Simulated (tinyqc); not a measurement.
# Surface potential of a MOS transistor: implicit equation and explicit approximations, step by step

Program tinyqc, `OMP_NUM_THREADS=1 python tinyqc.py 2122041 2122042 out.jsonl`; Intel Xeon 2.30GHz, shared host, one thread, about 0.01 s. Printed values are rounded.

p-type body, charge-sheet picture, depletion and inversion only, full ionisation (an idealisation for deep acceptors), Boltzmann statistics (rough once Na exp(x - xn) passes about Nc/7). In units of Vt: xg = (Vg - Vfb)/Vt, x = psi/Vt, G = gamma/sqrt(Vt), xn = (2 phiF + Vc)/Vt. The implicit equation is (xg - x)^2 = G^2 [x - 1 + exp(x - xn)] for x above about 3. Cox = eps0 eox/tox.

Values chosen for this exercise; band and dielectric values close to those of 4H silicon carbide: temperature T = 300 K; band gap Eg = 3.2 eV; relative permittivity eps_r = 9.53; conduction-band density of states at T Nc = 1.7e19 cm^-3; valence-band density of states at T Nv = 2.45e19 cm^-3; relative permittivity of the gate insulator (close to silicon nitride) eox = 7.29; insulator thickness tox = 11 nm; acceptor density Na = 1.4e16 cm^-3; flat-band voltage Vfb = -0.67 V; channel-body voltage Vc = 1 V; gate-body voltage Vg = 3.07 V.

Constants: q = 1.602176634e-19 C, kB = 1.380649e-23 J/K, Vt = kB T/q, eps0 = 8.8541878128e-14 F/cm where lengths are in cm. Results are converted to the units shown.

## Scales

ni = sqrt(Nc Nv) exp(-Eg/(2 Vt)), Eg in volts; phiF = Vt ln(Na/ni); gamma = sqrt(2 q eps0 eps_r Na)/Cox; VT = Vfb + Vt (xn + G sqrt(xn - 1)).

phiF = 1.41168 V
gamma = 0.104851 V^0.5
G = 0.652115
xn = 147.894
VT = 3.35768 V
xg = 144.670

## Explicit approximation

Depletion value a = 1 + [sqrt(G^2/4 + xg - 1) - G/2]^2; inversion value b = xn + ln[(xg - xn)^2/G^2 - xn + 1] and first guess y = min(a, b) - ln(1 + exp(-|a - b|)) if a > xn + 1, else b = y = a; one second-order correction with D = exp(y - xn), p = 2 (xg - y) + G^2 (1 + D), w = (xg - y)^2 - G^2 (y - 1 + D): z = y + 2 w/(p + sqrt(p^2 - 2 (2 - G^2 D) w)), or the Newton step z = y + w/p where the root is not real.

a = 137.063
b = 137.063
y = 137.063
p = 15.6386
w = -8.41036e-6
z = 137.063

The root of the implicit equation is x = 137.063; y misses it by 5.4e-7 and z by 0, in units of Vt (Newton branch).

## Starting value

x = a rounded to two decimals.

x at the start = 137.060

## Iteration 1: new x

D = exp(x - xn), f = (xg - x)^2 - G^2 (x - 1 + D), f' = -2 (xg - x) - G^2 (1 + D), x(new) = x - f/f'.

D = 1.97181e-5
f = 0.0467985
f' = -15.6446
x after iteration 1 = 137.063

## Iteration 2: new x

As before.

D = 1.97772e-5
f = 8.94817e-6
f' = -15.6386
x after iteration 2 = 137.063

## Course of the iteration

Stop when the step is below 1e-11, or after 60 iterations.

Course of the iteration:
```
iteration,x before the step,step
1,137.060,2.99e-3
2,137.063,5.72e-7
3,137.063,2.84e-14
```

Converged in 3 iterations.

## Potential, charges and gate control

converged x = 137.063

psi = Vt x; N_dep = Cox Vt G sqrt(x - 1)/q; N_inv = (Cox Vt G/q) [sqrt(x - 1 + exp(x - xn)) - sqrt(x - 1)]; dpsi/dVg = 1/[1 + G^2 (1 + exp(x - xn))/(2 (xg - x))].

psi = 3.54335 V
N_dep = 7.20214e11 cm^-2
N_inv = 52343 cm^-2
dpsi/dVg = 0.972807

psi lies 11 Vt below 2 phiF + Vc.
